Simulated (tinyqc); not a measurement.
Inside a calculation. Model: graded p-n junction, non-linear Poisson equation by Newton steps.

Numbers from tinyqc (`OMP_NUM_THREADS=1 python tinyqc.py 2000046 2000047 out.jsonl`; about 0.07 s on one thread of a shared Intel Xeon 2.30GHz). Printed values are rounded.

One dimension, p side on the left, n side on the right; net doping C = (Nd - Na)/2 + ((Nd + Na)/2) tanh(x/Lg). The potential psi is counted from the intrinsic level, and the quasi-Fermi potentials are flat: 0 for holes and -V for electrons, so n = ni exp((psi + V)/Vt) and p = ni exp(-psi/Vt) (Boltzmann statistics, full ionisation, no current).

Inputs (values chosen for the exercise); band and dielectric values close to those of 4H silicon carbide:
- T = 400 K (temperature)
- Eg = 3.29 eV (band gap)
- eps_r = 9.86 (relative permittivity)
- Nc = 2.65e19 cm^-3 (conduction-band density of states at T)
- Nv = 3.8e19 cm^-3 (valence-band density of states at T)
- Na = 3.2e16 cm^-3 (acceptor density of the p side)
- Nd = 8.2e17 cm^-3 (donor density of the n side)
- V = 0 V (bias of the p side against the n side)
- Lg = 160 nm (grading length)

Constants: q = 1.602176634e-19 C, kB = 1.380649e-23 J/K, Vt = kB T/q, eps0 = 8.8541878128e-14 F/cm where lengths are in cm. Results are converted to the units shown.

## Intrinsic density, end potentials and Debye lengths

ni = sqrt(Nc Nv) exp(-Eg/(2 Vt)), Eg in volts; psi_p = -Vt ln(Na/ni), psi_n = Vt ln(Nd/ni) - V; Debye length sqrt(eps0 eps_r Vt/(q N)).

ni = 0.05962480 cm^-3
psi_p = -1.407183 V
psi_n = 1.518986 V
Debye length, p side = 24.22697 nm
Debye length, n side = 4.785939 nm

## Net doping on the mesh

| node | x (nm) |
|---|---|
| 0 | -1810 |
| 1 | -1210 |
| 2 | -772 |
| 3 | -455 |
| 4 | -226 |
| 5 | -60 |
| 6 | 60 |
| 7 | 197 |
| 8 | 353 |
| 9 | 532 |
| 10 | 735 |
| 11 | 967 |
| 12 | 1230 |

C = (Nd - Na)/2 + ((Nd + Na)/2) tanh(x/Lg), taken at the nodes.

| node | net doping C (cm^-3) |
|---|---|
| 0 | -3.200000e16 |
| 1 | -3.199977e16 |
| 2 | -3.194511e16 |
| 3 | -2.912313e16 |
| 4 | 1.570184e16 |
| 5 | 2.413397e17 |
| 6 | 5.466603e17 |
| 7 | 7.530931e17 |
| 8 | 8.097934e17 |
| 9 | 8.188989e17 |
| 10 | 8.199128e17 |
| 11 | 8.199952e17 |
| 12 | 8.199998e17 |

## Couplings between neighbouring nodes

a_i = eps0 eps_r/h_i for the interval from node i to i + 1, with h_i = x_(i+1) - x_i in cm.

| interval | coupling a_i (F/cm^2) |
|---|---|
| 0 | 1.455038e-8 |
| 1 | 1.993203e-8 |
| 2 | 2.754016e-8 |
| 3 | 3.812327e-8 |
| 4 | 5.259174e-8 |
| 5 | 7.275191e-8 |
| 6 | 6.372430e-8 |
| 7 | 5.596301e-8 |
| 8 | 4.877223e-8 |
| 9 | 4.300606e-8 |
| 10 | 3.763030e-8 |
| 11 | 3.319479e-8 |

## Starting potential

The parabolas of an abrupt Na-Nd junction in the depletion approximation: psi_p + q Na (x + xp)^2/(2 eps0 eps_r) for -xp < x < 0, psi_n - q Nd (xn - x)^2/(2 eps0 eps_r) for 0 < x < xn, flat outside, with W = sqrt(2 eps0 eps_r (psi_n - psi_p)(1/Na + 1/Nd)/q), xp = W Nd/(Na + Nd), xn = W Na/(Na + Nd), psi_p = -Vt ln(Na/ni), psi_n = Vt ln(Nd/ni) - V.

| node | psi at the start (V) |
|---|---|
| 0 | -1.407183 |
| 1 | -1.407183 |
| 2 | -1.407183 |
| 3 | -1.407183 |
| 4 | -1.201496 |
| 5 | 0.423551 |
| 6 | 1.518986 |
| 7 | 1.518986 |
| 8 | 1.518986 |
| 9 | 1.518986 |
| 10 | 1.518986 |
| 11 | 1.518986 |
| 12 | 1.518986 |

## Iteration 1: densities, residual and Jacobian diagonal

n_i = ni exp((psi_i + V)/Vt), p_i = ni exp(-psi_i/Vt), rho_i = p_i - n_i + C_i, g_i = (n_i + p_i)/Vt. Box widths w_i = (h_(i-1) + h_i)/2 in cm. Residual F_i = a_i (psi_(i+1) - psi_i) - a_(i-1) (psi_i - psi_(i-1)) + q rho_i w_i; Jacobian: a_(i-1) and a_i beside the diagonal, b_i = -a_(i-1) - a_i - q g_i w_i on it. The two end nodes are fixed.

| node | n (cm^-3) | p (cm^-3) |
|---|---|---|
| 0 | 1.110974e-19 | 3.2e16 |
| 1 | 1.110974e-19 | 3.2e16 |
| 2 | 1.110974e-19 | 3.2e16 |
| 3 | 1.110974e-19 | 3.2e16 |
| 4 | 4.337510e-17 | 8.196216e13 |
| 5 | 12939.92 | 2.747402e-7 |
| 6 | 8.2e17 | 4.335509e-21 |
| 7 | 8.2e17 | 4.335509e-21 |
| 8 | 8.2e17 | 4.335509e-21 |
| 9 | 8.2e17 | 4.335509e-21 |
| 10 | 8.2e17 | 4.335509e-21 |
| 11 | 8.2e17 | 4.335509e-21 |
| 12 | 8.2e17 | 4.335509e-21 |

| node | residual F (C/cm^2) | diagonal b (F/cm^2) |
|---|---|---|
| 1 | 1.912552e-12 | -7.754083e-6 |
| 2 | 3.319688e-10 | -5.662403e-6 |
| 3 | 2.042472e-8 | -4.126263e-6 |
| 4 | 1.275673e-7 | -9.823917e-8 |
| 5 | 5.471675e-7 | -1.253437e-7 |
| 6 | -6.424461e-7 | -4.911374e-5 |
| 7 | -1.570432e-7 | -5.595758e-5 |
| 8 | -2.739090e-8 | -6.394669e-5 |
| 9 | -3.369484e-9 | -7.289066e-5 |
| 10 | -3.037276e-10 | -8.297989e-5 |
| 11 | -1.901902e-11 | -9.440446e-5 |

## Iteration 1: Newton step

Solve the tridiagonal system a_(i-1) d_(i-1) + b_i d_i + a_i d_(i+1) = -F_i for nodes 1 to 11, with d = 0 on fixed nodes. Each component d is damped to sign(d) Vt ln(1 + |d|/Vt) before it is added.

| node | Newton step d, before damping (V) |
|---|---|
| 1 | 0.000001 |
| 2 | 0.000294 |
| 3 | 0.048482 |
| 4 | 4.711446 |
| 5 | 6.340026 |
| 6 | -0.003693 |
| 7 | -0.002811 |
| 8 | -0.000431 |
| 9 | -0.000047 |
| 10 | -0.000004 |
| 11 | 0.000000 |

| node | psi after iteration 1 (V) |
|---|---|
| 0 | -1.407183 |
| 1 | -1.407182 |
| 2 | -1.406890 |
| 3 | -1.376912 |
| 4 | -1.031736 |
| 5 | 0.603480 |
| 6 | 1.515478 |
| 7 | 1.516284 |
| 8 | 1.518558 |
| 9 | 1.518940 |
| 10 | 1.518983 |
| 11 | 1.518986 |
| 12 | 1.518986 |

## Course of the Newton iteration

Stop when the largest undamped |d| is below 1e-9 V, or after 80 iterations.

Course of the iteration:

| iteration | largest \|F\| (C/cm^2) | largest \|d\| (V) | at node |
|---|---|---|---|
| 1 | 6.42e-7 | 6.34 | 5 |
| 2 | 5.33e-7 | 6.39 | 5 |
| 3 | 5.20e-7 | 6.24 | 5 |
| 4 | 5.06e-7 | 6.17 | 5 |
| 5 | 4.93e-7 | 6.13 | 5 |
| 6 | 4.74e-7 | 2.18 | 4 |
| 7 | 1.79e-7 | 1.10 | 3 |
| 8 | 8.78e-8 | 0.770 | 4 |
| 9 | 7.44e-8 | 0.811 | 4 |
| ... | ... | ... | ... |
| 15 | 2.14e-8 | 0.235 | 4 |
| 16 | 1.49e-8 | 0.165 | 4 |
| 17 | 9.44e-9 | 0.104 | 4 |
| 18 | 5.09e-9 | 0.0561 | 4 |
| 19 | 2.07e-9 | 0.0228 | 4 |
| 20 | 4.81e-10 | 5.31e-3 | 4 |
| 21 | 3.37e-11 | 3.71e-4 | 4 |
| 22 | 1.80e-13 | 1.98e-6 | 4 |
| 23 | 5.17e-18 | 5.70e-11 | 4 |

Converged in 23 iterations. Once the step is below 0.1 Vt, 2 more iteration(s) reach the threshold: near the solution the error is roughly squared each time.

## Converged densities, field and charge

| node | converged psi (V) |
|---|---|
| 0 | -1.407183 |
| 1 | -1.407182 |
| 2 | -1.406932 |
| 3 | -1.367877 |
| 4 | 0.827854 |
| 5 | 1.474784 |
| 6 | 1.504964 |
| 7 | 1.516042 |
| 8 | 1.518553 |
| 9 | 1.518940 |
| 10 | 1.518983 |
| 11 | 1.518986 |
| 12 | 1.518986 |

n and p as above; field E_i = -(psi_(i+1) - psi_i)/h_i on each interval; charge on either side of the peak Q = eps0 eps_r |E|max (Gauss).

| node | n (cm^-3) | p (cm^-3) |
|---|---|---|
| 0 | 1.110974e-19 | 3.2e16 |
| 1 | 1.111003e-19 | 3.199917e16 |
| 2 | 1.119084e-19 | 3.176810e16 |
| 3 | 3.474833e-19 | 1.023104e16 |
| 4 | 1.606686e9 | 2.212701e-12 |
| 5 | 2.274481e17 | 1.563046e-20 |
| 6 | 5.459366e17 | 6.511959e-21 |
| 7 | 7.528522e17 | 4.722198e-21 |
| 8 | 8.097481e17 | 4.390399e-21 |
| 9 | 8.188934e17 | 4.341368e-21 |
| 10 | 8.199123e17 | 4.335972e-21 |
| 11 | 8.199952e17 | 4.335534e-21 |
| 12 | 8.2e17 | 4.335509e-21 |

| interval | field E (kV/cm) |
|---|---|
| 0 | -0.00001 |
| 1 | -0.00570 |
| 2 | -1.23202 |
| 3 | -95.88346 |
| 4 | -38.97165 |
| 5 | -2.51506 |
| 6 | -0.80856 |
| 7 | -0.16098 |
| 8 | -0.02163 |
| 9 | -0.00211 |
| 10 | -0.00015 |
| 11 | -0.00001 |

peak |E| = 95.88346 kV/cm
charge Q = 83.70846 nC/cm^2

A mesh of more than 1000 nodes gives a peak field of 109.9 kV/cm; the 13-node value is 13 % below it.
